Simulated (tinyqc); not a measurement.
## Modulation-doped quantum well, Poisson-Schroedinger loop: effect of the temperature

A well of width L centred at z = 0 between barriers Vb; effective-mass electrons, parabolic bands. The electrons come from donor sheets outside the mesh, a share fL of Ns on the left and the rest on the right, so the structure is neutral. Energies are counted from the band edge of the well, with U = 0 on the first node in the Hartree part.

Schroedinger equation -C d/dz (1/m) dpsi/dz + (V0 + U) psi = E psi, C = hbar^2/(2 m0), on a fine mesh (400 intervals across the well) with hard walls 3.29 nm outside the well edges (to within half a fine step); the lowest 2 levels are kept. V0 = 0 in the well and Vb outside, plus q Fz z (1 kV/cm = 1e-4 eV/nm). N_k = D Vt ln(1 + exp((EF - E_k)/Vt)), D = md m0 q/(pi hbar^2), sum N_k = Ns; n = sum N_k |psi_k|^2. dU/dz = q (fL Ns - integral of n from the left)/(eps0 eps_r). The loop is converged to 1e-9 eV; shares under 0.001 % are printed as 0.

Values chosen for this exercise; material values close to those of GaAs in AlGaAs:
- mw = 0.069 m0 (mass along z in the well)
- mb = 0.0921 m0 (mass along z in the barriers)
- md = 0.0673 m0 (in-plane mass)
- Vb = 0.249 eV (barrier height)
- eps_r = 13.1 (relative permittivity (all layers))
- L = 7.52 nm (well width)
- Ns = 2.9e11 cm^-2 (sheet density of electrons)
- fL = 0 (share of the donors on the left side)
- Fz = -10 kV/cm (applied field along z)

Constants: q = 1.602176634e-19 C, kB = 1.380649e-23 J/K, hbar = 1.054571817e-34 J s, m0 = 9.1093837015e-31 kg, Vt = kB T/q, eps0 = 8.8541878128e-14 F/cm where lengths are in cm, hbar^2/(2 m0) = 0.0380998212 eV nm^2. Results are converted to the units shown.

Results:

| T (K) | E2 - E1 (meV) | EF - E1 (meV) | share of E2 (%) | centroid (nm) | charge in the barriers (%) | range of U in the well (meV) |
|---|---|---|---|---|---|---|
| 4 | 130 | 10.3 | 0 | 0.183 | 5.56 | 14.4 |
| 50 | 130 | 9.90 | 0 | 0.183 | 5.56 | 14.4 |
| 100 | 130 | 7.22 | 0 | 0.183 | 5.56 | 14.4 |
| 150 | 130 | 2.58 | 0.00636 | 0.183 | 5.57 | 14.4 |
| 200 | 130 | -3.45 | 0.0708 | 0.183 | 5.58 | 14.4 |
| 300 | 130 | -18.7 | 0.783 | 0.181 | 5.69 | 14.4 |
| 400 | 130 | -37.3 | 2.56 | 0.178 | 5.99 | 14.4 |

Estimate the missing row, T = 20 K.

Computed row:

| T (K) | E2 - E1 (meV) | EF - E1 (meV) | share of E2 (%) | centroid (nm) | charge in the barriers (%) | range of U in the well (meV) |
|---|---|---|---|---|---|---|
| 20 | 130 | 10.3 | 0 | 0.183 | 5.56 | 14.4 |

With this row back in the table: As T goes from 4 to 400, E2 - E1 stays near 130 meV, EF - E1 falls from 10.3 to -37.3 meV and the share of E2 rises from 0 to 2.56 %. EF stays below E2 throughout.

tinyqc, about 0.1 s, one thread, Intel Xeon 2.30GHz (shared host): `OMP_NUM_THREADS=1 python tinyqc.py 2140067 2140068 out.jsonl`
